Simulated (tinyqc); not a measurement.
Changing the bath conductivity kappa: electroplating on a thin resistive seed layer: kinetics, Wagner number and the terminal effect across a wafer. Computed by tinyqc, a small Python program. Command: `OMP_NUM_THREADS=1 python tinyqc.py 3120968 3120969 out.jsonl terminal sweep`. One thread of a shared host (Intel(R) Xeon(R) Processor @ 2.30GHz), about 0.04 s of CPU time with the checks.

Current enters the seed at the rim. The bath is treated as a local resistance per area (no lateral flow in the liquid), two electrons per ion, molar volume 7.11 cm^3/mol, Faraday constant F = e N_A, kinematic viscosity 0.01 cm^2/s, omega = 2 pi x rpm/60; k_B T/e is in volts.

Inputs (values chosen for the exercise, of the order of those for copper plating on a thin cobalt or ruthenium seed):
```
quantity,value,unit
wafer radius R,10,cm
seed thickness t,56,nm
seed resistivity,4.2,microohm cm
gap to the anode h,2.5,cm
extra resistance of a porous plate,0,ohm cm^2
exchange current density i_0,0.62,mA/cm^2
cathodic transfer coefficient alpha,0.61,-
mean current density,7.3,mA/cm^2
diffusivity of the metal ion,5.6e-06,cm^2/s
metal ion concentration,0.27,mol/L
rotation rate,60,rpm
temperature T,298,K
```

Constants: e = 1.602176634e-19 C; N_A = 6.02214076e+23 1/mol; k_B = 8.617333262e-05 eV/K.

Method:
- Growth rate = i V_m/(2 F). Levich limit i_L = 0.62 x 2 F D^(2/3) omega^(1/2) nu^(-1/6) c. Tafel overpotential eta = (k_B T/(alpha e)) ln(i/i_0); kinetic resistance k_B T/(alpha e i); bath resistance h/kappa + plate; R_s = resistivity/t; Wagner number = kinetic resistance x kappa/R.
- Linearised: with R_t = kinetic + bath resistance the current density obeys (1/r)(r i')' = i R_s/R_t, so i = A I_0(r/l), l = sqrt(R_t/R_s); with x = R/l, edge/centre = I_0(x) and edge/mean = x I_0(x)/(2 I_1(x)).
- Voltage drop in the seed for a uniform current: i R_s R^2/4.
- Full model: seed potential phi(r) with (1/r)(r phi')' = R_s i, where i solves phi = R_b i + (k_B T/(alpha e)) ln(i/i_0) (phi being the driving voltage left at r); phi'(0) = 0 and phi'(R) = R_s i_mean R/2. Solved by collocation to a tolerance of 1e-7.

One run for each value:
```
bath conductivity kappa (S/cm),"edge over centre, full model",Wagner number,bath resistance R_b (ohm cm^2)
0.010,1.0747,0.00577,250.00
0.018,1.1339,0.01038,138.89
0.032,1.2362,0.01845,78.12
0.058,1.4214,0.03345,43.10
0.100,1.7046,0.05767,25.00
0.190,2.2378,0.10957,13.16
0.330,2.8860,0.19031,7.58
0.600,3.7226,0.34601,4.17
```

What does the table show, and why?

Over the rows, edge over centre, full model rises from 1.07 to 3.72 (exponent d ln y / d ln x 0.091 between the first rows and 0.43 between the last); Wagner number rises from 0.00577 to 0.346 (exponent d ln y / d ln x about 1.0 throughout); bath resistance R_b (ohm cm^2) falls from 250 to 4.17 (exponent d ln y / d ln x about -1.0 throughout). A less conductive bath evens out the terminal effect, although it lowers the Wagner number, which measures only kinetics against the bath.
